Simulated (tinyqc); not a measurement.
Deformation-potential model of the Delta valleys of a conduction band, step by step. Values are carried at full precision from step to step, so a last printed digit may differ when a step is redone from the rounded ones.

s11 = (C11 + C12)/((C11 - C12)(C11 + 2 C12)), s12 = -C12/((C11 - C12)(C11 + 2 C12)), s44 = 1/C44; exx = s11 sxx + s12 (syy + szz) and cyclic, exy = s44 sxy/2; tension is positive. A uniaxial stress X along the unit vector n is s_ij = X n_i n_j.

Constants: kB = 8.617333262e-05 eV/K; hbar^2/2m0 = 3.80998211 eV angstrom^2.

Parameters, chosen for this exercise (near those of Si; shifted at random, so the results belong to these values and not to a real crystal):
- C11 = 159 GPa
- C12 = 61.1 GPa
- C44 = 80.6 GPa
- load = uniaxial [110] (kind of stress)
- X = 1.12 GPa (stress)
- Xd = 1.16 eV (dilation potential)
- Xu = 9.74 eV (uniaxial potential)
- T = 200 K (temperature)
- ml = 0.919 m0 (longitudinal mass)
- mt = 0.184 m0 (transverse mass)

## Strain from a uniaxial [110] stress

Form the compliances and the strain.

s11, s12, s44 (1/TPa): 7.9951  -2.2194  12.4069

strain tensor:
```
          x         y          z
x  0.003234  0.003474   0.000000
y  0.003474  0.003234   0.000000
z  0.000000  0.000000  -0.002486
```

## Valley shifts

Valleys with axes along x, y and z, each a pair at +k and -k. Herring-Vogt shift of a valley with unit axis a: dE = Xd tr(e) + Xu a.e.a. Non-degenerate shares n_i = exp(-dE_i/kT)/sum_j exp(-dE_j/kT). Inverse mass tensor of a valley: (1 - a a)/mt + a a/ml; the masses are taken as independent of strain.

Apply the Herring-Vogt formula to each valley.

Xd tr(e) = 4.62 meV

a.e.a: x 0.003234, y 0.003234, z -0.002486

shifts dE (meV): x 36.12, y 36.12, z -19.59

The lowest valley is z, 55.7 meV below the highest; the mean shift over all valleys is (Xd + Xu/3) tr(e) = 17.55 meV.

## Shares of the electrons

Boltzmann factors of the shifts.

kT = 17.235 meV

shares: x 0.0366, y 0.0366, z 0.9269

effective number of valley axes, 1/(largest share) = 1.079

## Conductivity mass tensor

With one scattering time for all valleys the conductivity goes as M = sum_i n_i (inverse mass tensor of valley i); along the unit vector u, 1/m_c = u.M.u. Without stress 1/m_c = (1/ml + 2/mt)/3. Take u along [001].

M (1/m0):
```
       x      y      z
x  5.276  0.000  0.000
y  0.000  5.276  0.000
z  0.000  0.000  1.406
```

m_c along [001] = 0.7112 m0
m_c without stress = 0.2509 m0

The repopulation alone changes the mobility along [001] by -64.7 %; with all electrons in the valleys lightest or heaviest along this direction it would change by +36 or -73 %.

## Effective density of states

Each of the 6 whole valleys has m_d = (ml mt^2)^(1/3) and N = 2 (m_d kT/(4 pi c))^(3/2), c = hbar^2/2m0. Counted from the lowest edge, Nc = N x 2 x sum_i exp(-(dE_i - dE_min)/kT). 1 angstrom^-3 = 1e24 cm^-3.

m_d = 0.3145 m0
N of one valley = 2.409e+18 cm^-3
Nc under stress = 5.199e+18 cm^-3
Nc without stress = 1.446e+19 cm^-3

## Piezoresistance from repopulation

For small stress d(rho)/rho = pi X. For valleys on the cube axes pi11 = -(2/3) Xu (s11 - s12)/kT x (K - 1)/(2K + 1), pi12 = -pi11/2, pi44 = 0, K = ml/mt. For stress along [110]: pi_l = (pi11 + pi12 + pi44)/2 with the current along it and pi_t = (pi11 + pi12 - pi44)/2 with the current along [1-10]. 1/GPa = 100 x 1e-11/Pa.

K = 4.995

pi11, pi12, pi44 (1e-11/Pa): -139.9  69.9  0.0

pi_l, pi_t for [110] (1e-11/Pa): -35.0  -35.0

Only the transfer between valleys is counted; changes of mass and of intervalley scattering add to it in a real crystal.

## Checks

- Conductivity mass at zero stress against 3/(1/ml + 2/mt): both 0.2508843.
- Piezoresistance coefficients by finite differences against the closed form: largest difference 6.3e-08.

Computed by tinyqc, a small Python program: `OMP_NUM_THREADS=1 python tinyqc.py 1050234 1050235 out.jsonl` (the numbers bound the seed that draws the inputs); one thread of a shared host (Intel(R) Xeon(R) Processor @ 2.30GHz), about 0.01 s for the whole set of steps.
